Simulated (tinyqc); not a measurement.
Schottky barrier on an n-type semiconductor with a surface-enhanced doping, non-linear Poisson equation by Newton steps: two steps of the calculation.

One dimension, metal at x = 0, donor density C(x) = Nd + N0 exp(-x/Ls). Energies are counted from the electron Fermi level of the semiconductor and the conduction-band edge is Ec = -psi, so n = Nc exp(psi/Vt); holes follow the Fermi level of the metal, at -V, so p = Nv exp((V - psi - Eg)/Vt). Ends: psi(0) = V - phiB and psi = Vt ln(Nd/Nc) deep inside. Boltzmann statistics, full ionisation, no current, no image force in the Poisson equation.

Parameters, values chosen for the exercise; band and dielectric values those of a made-up semiconductor: temperature T = 250 K; band gap Eg = 1.06 eV; relative permittivity eps_r = 10.2; conduction-band density of states at T Nc = 5.13e17 cm^-3; valence-band density of states at T Nv = 9.74e18 cm^-3; donor density deep in the semiconductor Nd = 2.9e15 cm^-3; barrier height phiB = 0.66 eV; bias of the metal against the semiconductor V = -0.7 V.

Constants: q = 1.602176634e-19 C, kB = 1.380649e-23 J/K, Vt = kB T/q, eps0 = 8.8541878128e-14 F/cm where lengths are in cm. Results are converted to the units shown.

Task 1. End potentials, built-in voltage, Debye length. psi_0 = V - phiB, psi_b = Vt ln(Nd/Nc), Vbi = phiB - Vt ln(Nc/Nd), LD = sqrt(eps0 eps_r Vt/(q Nd)), W = sqrt(2 eps0 eps_r (Vbi - V)/(q Nd)), hole density at the metal p_0 = Nv exp((phiB - Eg)/Vt).

Give: psi_0; psi_b; Vbi; LD; W for uniform Nd; p_0.

Result 1.

psi_0 = -1.360 V
psi_b = -0.1115 V
Vbi = 0.5485 V
LD = 64.71 nm
W for uniform Nd = 696.7 nm
p_0 = 8.412e10 cm^-3

The hole density at the metal is 2.9e-5 times Nd, so holes hardly matter.

Task 2. Densities, residual and Jacobian diagonal. n_i = Nc exp(psi_i/Vt), p_i = Nv exp((V - psi_i - Eg)/Vt), rho_i = p_i - n_i + C_i, g_i = (n_i + p_i)/Vt. Box widths w_i = (h_(i-1) + h_i)/2 in cm. Residual F_i = a_i (psi_(i+1) - psi_i) - a_(i-1) (psi_i - psi_(i-1)) + q rho_i w_i; Jacobian: a_(i-1) and a_i beside the diagonal, b_i = -a_(i-1) - a_i - q g_i w_i on it. The two end nodes are fixed.

```
node  x (nm)  psi at the start (V)  donor density C (cm^-3)
0          0            -1.3600000                  2.19e16
1        100            -1.0273060             1.4701758e16
2        213            -0.7132755             9.7905662e15
3        339            -0.4405813             6.6816229e15
4        482            -0.2300455             4.8140107e15
5        643            -0.1189096             3.7891709e15
6        824            -0.1114989             3.2755474e15
7       1030            -0.1114989             3.0408129e15
8       1260            -0.1114989             2.9470963e15
9       1520            -0.1114989             2.9136549e15
10      1810            -0.1114989             2.9034320e15
11      2140            -0.1114989             2.9007130e15
12      2510            -0.1114989             2.9001224e15
13      2920            -0.1114989             2.9000174e15
14      3390            -0.1114989             2.9000019e15
```

coupling a_i, interval 0 to 13 (F/cm^2): [9.0312716e-8, 7.9922757e-8, 7.1676758e-8, 6.3155745e-8, 5.6094854e-8, 4.9896528e-8, 4.3841124e-8, 3.9266398e-8, 3.4735660e-8, 3.1142316e-8, 2.7367490e-8, 2.4408842e-8, 2.2027492e-8, 1.9215471e-8]

Wanted: n; p; residual F; diagonal b.

Result 2.

```
node  n (cm^-3)  p (cm^-3)
0     1.967e-10   8.412e10
1      0.001001    1.652e4
2          2143   0.007718
3       6.736e8   2.456e-8
4      1.182e13  1.400e-12
5      2.056e15  8.047e-15
6      2.900e15  5.705e-15
7      2.900e15  5.705e-15
8      2.900e15  5.705e-15
9      2.900e15  5.705e-15
10     2.900e15  5.705e-15
11     2.900e15  5.705e-15
12     2.900e15  5.705e-15
13     2.900e15  5.705e-15
14     2.900e15  5.705e-15
```

```
node  residual F (1e-8 C/cm^2)  diagonal b (F/cm^2)
1                        2.014            -1.702e-7
2                        1.319            -1.516e-7
3                        0.815            -1.348e-7
4                        0.463            -1.206e-7
5                       -0.112            -3.674e-7
6                        0.079            -5.111e-7
7                        0.049            -5.533e-7
8                        0.018            -6.024e-7
9                        0.006            -6.590e-7
10                       0.002            -7.271e-7
11                       0.000            -8.066e-7
12                       0.000            -8.876e-7
13                       0.000            -9.902e-7
```

Program tinyqc, `OMP_NUM_THREADS=1 python tinyqc.py 2020113 2020114 out.jsonl`; Intel Xeon 2.30GHz, shared host, one thread, about 0.2 s.
